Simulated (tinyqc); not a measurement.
Changing the temperature T: Deal-Grove kinetics of thermal oxidation of silicon. Computed by tinyqc, a small Python program. Command: `OMP_NUM_THREADS=1 python tinyqc.py 3023256 3023257 out.jsonl oxide sweep`. One thread of a shared host (Intel(R) Xeon(R) Processor @ 2.30GHz), about 0.2 s of CPU time with the checks.

Oxidant diffuses through the oxide and reacts at the interface, so that dx/dt = B/(A + 2x) for the oxide thickness x.

Inputs (values chosen for the exercise, close to those used for silicon): prefactor B0 = 721 um^2/h; activation energy E_B = 1.24 eV; prefactor (B/A)0 = 4.09e+06 um/h; activation energy E_A = 1.99 eV; oxidant pressure p = 0.25 atm; pressure exponent m of B/A = 0.74; initial oxide x_i = 0.05 um; time t = 0.23 h.

Ambient: dry oxygen. Surface: (100).

Constants: k_B = 8.617333262e-05 eV/K.

Method:
- B = B0 p exp(-E_B/(k_B T)), B/A = (B/A)0 p^m exp(-E_A/(k_B T)), p in atm; A = B/(B/A).
- Temperatures in kelvin are T(C) + 273.15.
- tau = (x_i^2 + A x_i)/B and x = (A/2) [sqrt(1 + 4 B (t + tau)/A^2) - 1], the root of x^2 + A x = B (t + tau).
- Silicon consumed is 0.44 times the oxide grown; the rate is B/(A + 2x).

One run for each value:
```
temperature T (C)  oxide thickness x (um)  length A (um)  linear constant B/A (um/h)  parabolic constant B (um^2/h)
800                               0.05012         0.4091                   6.617e-04                        0.00027
850                               0.05029         0.2851                   1.725e-03                        0.00049
900                               0.05064         0.2049                   4.143e-03                        0.00085
950                               0.05128         0.1513                   9.263e-03                        0.00140
1000                              0.05236         0.1144                   1.944e-02                        0.00222
1050                              0.05408         0.0884                   3.859e-02                        0.00341
1100                              0.05662         0.0696                   7.285e-02                        0.00507
1150                              0.06016         0.0557                   1.315e-01                        0.00732
1200                              0.06483         0.0452                   2.282e-01                        0.01032
```

What does the table show, and why?

Over the rows, oxide thickness x (um) rises from 0.0501 to 0.0648; length A (um) falls from 0.409 to 0.0452. A falls with T because E_A exceeds E_B, so hot oxidation turns parabolic sooner. The apparent activation energy of x, -d ln x / d(1/(k_B T)), is 0.01 eV between the first rows and 0.27 eV between the last; a film much thicker than x_i would show E_A = 1.99 eV in the linear limit and E_B/2 = 0.62 eV in the parabolic one.
